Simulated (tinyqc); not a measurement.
# Segment and feed resistance from two drops

Problem. A rail is fed at one end through Rq; K loads of Ij follow, each after a segment Rs. The drop at load j is K Ij Rq + Rs Ij sum_(l=1..j) (K - l + 1). Find Rs, Rq and the worst drop, at the middle, if the rail were fed through Rq at both ends: K Ij Rq/2 + Rs Ij K^2/8 with the load taken as continuous.

Values chosen for this exercise:
- K = 12 (number of equal loads)
- Ij = 1.2 mA (current of each load)

drops at the first and at the last load (mV): 14.990400  91.022400

Solution. The difference of the two drops is Rs Ij K (K - 1)/2, which gives Rs; the first drop then gives Rq.

Rs = 0.960 ohm
Rq = 0.0810 ohm
drop at the middle with two feeds = 21.3 mV

Computed by the program tinyqc: `OMP_NUM_THREADS=1 python tinyqc.py 2770226 2770227 out.jsonl`, one thread of a shared Intel Xeon 2.30GHz, about 0.4 s for the whole run.
